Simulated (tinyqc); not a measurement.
Worked calculation: CCSD on RHF in the 3-21g basis, for He, spin multiplicity 1. Computed by tinyqc, a small Python program that keeps every step (integrals from PySCF). Settings: charge = 0, multiplicity = 1, basis = 3-21g, method = RHF, energy threshold = 1e-10, iteration cap = 59, orthogonalisation = symmetric, start = core, DIIS depth = 6, amplitude equations = CCSD, DIIS depth for amplitudes = 0, cap on updates = 86. Command: `OMP_NUM_THREADS=1 python tinyqc.py 30466 30467 out.jsonl` (the two numbers bound the seeds that draw the settings). One thread of a shared host (Intel(R) Xeon(R) Processor @ 2.60GHz), about 0.1 s of CPU time with the checks. The early iterations of the SCF are left out here.

## One-electron integrals

Geometry (angstrom):

| atom | x | y | z |
|---|---|---|---|
| He | 0.000000 | 0.000000 | 0.000000 |

Basis 3-21g: exponents (1/bohr^2) and contraction coefficients of normalised primitives:

| element | l (shell) | exponent | coefficient |
|---|---|---|---|
| He | s (1) | 13.626700 | 0.175230 |
| He | s (1) | 1.999350 | 0.893482 |
| He | s (2) | 0.382993 | 1.000000 |

Overlap, kinetic and nuclear-attraction integrals over the contracted functions; the nuclear repulsion is the sum of Za Zb / Rab.

nuclear repulsion = 0 hartree

overlap S:
```
          1He 1s    1He 2s
1He 1s  1.000000  0.595216
1He 2s  0.595216  1.000000
```

kinetic energy T (hartree):
```
          1He 1s    1He 2s
1He 1s  3.916124  0.578949
1He 2s  0.578949  0.574489
```

nuclear attraction V (hartree):
```
           1He 1s     1He 2s
1He 1s  -5.489688  -2.235292
1He 2s  -2.235292  -1.975129
```

core Hamiltonian H = T + V (hartree):
```
           1He 1s     1He 2s
1He 1s  -1.573565  -1.656343
1He 2s  -1.656343  -1.400640
```

## Two-electron integrals

Functions are numbered as in S; the eight-fold symmetry (ij|kl) = (ji|kl) = (kl|ij) leaves the list below.

Two-electron integrals (ij|kl) in chemists' order, unique and non-zero (hartree):
```
(11|11) 1.803255   (21|11) 0.876507   (21|21) 0.452077   (22|11) 0.917008
(22|21) 0.514678   (22|22) 0.698314
```

## Orthogonalisation

S = U s U^T; symmetric (Loewdin) form X = U s^(-1/2) U^T, so that X^T S X = 1.

eigenvalues of S: 0.404784  1.595216

X:
```
           1He 1s     1He 2s
1He 1s   1.181761  -0.390007
1He 2s  -0.390007   1.181761
```

## Iteration 8 (converged): orbitals

converged F (hartree):
```
           1He 1s     1He 2s
1He 1s  -0.070801  -1.118003
1He 2s  -1.118003  -0.499364
```

Diagonalise F' = X^T F X, C = X C', fill 1 alpha and 1 beta electrons from the bottom; D = 2 C_occ C_occ^T. Each column has its largest component positive (the first on a tie).

F' = X^T F X (hartree):
```
           1          2
1   0.855729  -1.468624
2  -1.468624   0.322402
```

orbital energies (hartree): MO1 -0.903572, MO2 2.081703

coefficients C:
```
             MO1        MO2
1He 1s  0.457919   1.157140
1He 2s  0.657278  -1.056716
```

D after iteration 8:
```
          1He 1s    1He 2s
1He 1s  0.419379  0.601960
1He 2s  0.601960  0.864028
```

## Convergence

Stop when the energy changes by less than 1e-10 hartree and every element of the error matrix X^T (F D S - S D F) X is below 3e-06.

Course of the cycle:

| iteration | E (hartree) | change | largest element of the error matrix |
|---|---|---|---|
| 1 | -2.73510990 | - | 7.40e-01 |
| 2 | -2.83526297 | -1.00e-01 | 4.82e-02 |
| 3 | -2.83567987 | -4.17e-04 | 4.36e-05 |
| 4 | -2.83567987 | -2.67e-10 | 2.03e-05 |
| 5 | -2.83567987 | -4.25e-11 | 1.32e-05 |
| 6 | -2.83567987 | -1.41e-11 | 9.82e-06 |
| 7 | -2.83567987 | -6.37e-12 | 7.81e-06 |
| 8 | -2.83567987 | -1.09e-11 | 1.60e-09 |

PySCF RHF in the same basis = -2.83567987 hartree

Converged in 8 iterations.

## Integrals over molecular orbitals

(pq|rs) = sum C_ip C_jq C_kr C_ls (ij|kl), one index at a time.

one-electron integrals over orbitals h = C^T H C (hartree):
```
           1          2
1  -1.932108  -0.319236
2  -0.319236   0.379665
```

Two-electron integrals over orbitals (pq|rs), unique and non-zero (hartree):
```
(11|11) 1.028537   (21|11) 0.319236   (21|21) 0.261994   (22|11) 0.982016
(22|21) 0.343809   (22|22) 0.998335
```

## CCSD: starting amplitudes

t_ij^ab = <ij||ab> / (e_i + e_j - e_a - e_b), whose energy is MP2.

Starting amplitudes (spin orbitals 1a, 1b, ...; amplitudes related by a flip of all spins are not repeated):

| from | to | t |
|---|---|---|
| 1a 1b | 2a 2b | -0.043881 |

correlation energy = -0.01149661 hartree

## CCSD: amplitude update 1

t_i^a D_i^a and t_ij^ab D_ij^ab are set to the remaining terms of the spin-orbital equations, evaluated with the old amplitudes; for the doubles these are <ij||ab> + 1/2 <ab||ef> t_ij^ef + 1/2 <mn||ij> t_mn^ab + P(ij)P(ab) <mb||ej> t_im^ae + terms in t^2 + terms with t1, D the orbital-energy denominators.

Amplitudes after update 1 (spin orbitals 1a, 1b, ...; amplitudes related by a flip of all spins are not repeated):

| from | to | t |
|---|---|---|
| 1a 1b | 2a 2b | -0.053919 |
| 1a | 2a | 0.000361 |

correlation energy = -0.01412632 hartree

## CCSD: convergence

E_corr = 1/4 sum <ij||ab> t_ij^ab + 1/2 sum <ij||ab> t_i^a t_j^b; stop when the norm of the change is below 1e-8.

Course of the amplitude iterations:

| update | correlation energy (hartree) | norm of the change |
|---|---|---|
| 0 | -0.01149661 | - |
| 1 | -0.01412632 | 2.01e-02 |
| 2 | -0.01472242 | 4.55e-03 |
| 3 | -0.01485734 | 1.03e-03 |
| 4 | -0.01488789 | 2.34e-04 |
| 5 | -0.01489480 | 5.29e-05 |
| 6 | -0.01489637 | 1.20e-05 |
| 7 | -0.01489672 | 2.72e-06 |
| 8 | -0.01489680 | 6.15e-07 |
| 9 | -0.01489682 | 1.39e-07 |
| 10 | -0.01489682 | 3.16e-08 |
| 11 | -0.01489683 | 7.15e-09 |

Converged amplitudes (spin orbitals 1a, 1b, ...; amplitudes related by a flip of all spins are not repeated):

| from | to | t |
|---|---|---|
| 1a 1b | 2a 2b | -0.056860 |
| 1a | 2a | 0.000550 |

CCSD total energy = -2.85057670 hartree

T1 diagnostic, norm of the one-spin t1 over sqrt(correlated electrons) = 0.000389

Converged in 11 updates.
